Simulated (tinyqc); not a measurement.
CIS on RHF in the 3-21g basis, for H2, spin multiplicity 1, step by step. One step of it, computed by the program tinyqc.

Question. CIS triplet states. Diagonalise A (1 hartree = 27.211386 eV); each vector has its largest component positive (the first on a tie).

CIS matrix A, triplet (hartree), lower triangle:
```
          1>2       1>3       1>4
1>2  0.204363
1>3  0.000000  1.103952
1>4  0.130351  0.000000  1.193251
```

Give: triplet excitation energies; lowest vectors.

Answer.

triplet excitation energies (eV): 5.1013  30.0401  32.9297

lowest vectors:
```
     state 1  state 2  state 3
1>2   0.9917   0.0000   0.1285
1>3   0.0000   1.0000   0.0000
1>4  -0.1285   0.0000   0.9917
```
